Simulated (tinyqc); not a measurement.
Temperatures in a stack of 4 dies with leakage feedback: one step of the calculation.

One-dimensional heat flow to a sink below die 0. The power of each die is released in a plane at its top; from the plane of die j > 0 heat crosses its silicon (ts), a bond layer and the wiring of die j - 1; from die 0 it crosses t0, paste and sink. Copper shares the path through bond and wiring in parallel: k_eff = fm km + (1 - fm) k. Silicon is taken at the temperature of the plane above it. Leakage is P_l exp((T - 350 K)/Tl).

Task. Resistances per area at 300 K. R = thickness/conductivity for each layer.

Inputs (values chosen for the exercise); conductivities of the order met in silicon, wiring layers, bonds and pastes:
- k0 = 143 W/(m K) (conductivity of silicon at 300 K)
- ts = 20 um (thickness of a thinned die)
- t0 = 500 um (thickness of the die next to the sink)
- tb = 6 um (thickness of the wiring layers)
- kb = 2.6 W/(m K) (conductivity of the wiring layers)
- tg = 2 um (thickness of a bond layer)
- kg = 1.3 W/(m K) (conductivity of the bond dielectric)
- fm = 0.01 (area share of copper through bond and wiring)
- km = 390 W/(m K) (conductivity of copper)
- Rt = 0.12 K cm^2/W (paste and lid)
- Rs = 0.91 K cm^2/W (heat sink)

Find: thick die; thinned die; k_eff of the bond; k_eff of the wiring; bond plus wiring; paste plus sink.

Result.

thick die = 0.03497 K cm^2/W
thinned die = 0.001399 K cm^2/W
k_eff of the bond = 5.187 W/(m K)
k_eff of the wiring = 6.474 W/(m K)
bond plus wiring = 0.01312 K cm^2/W
paste plus sink = 1.030 K cm^2/W

Computed by the program tinyqc: `OMP_NUM_THREADS=1 python tinyqc.py 2162225 2162226 out.jsonl`, one thread of a shared Intel Xeon 2.30GHz, about 0.03 s for the whole run.
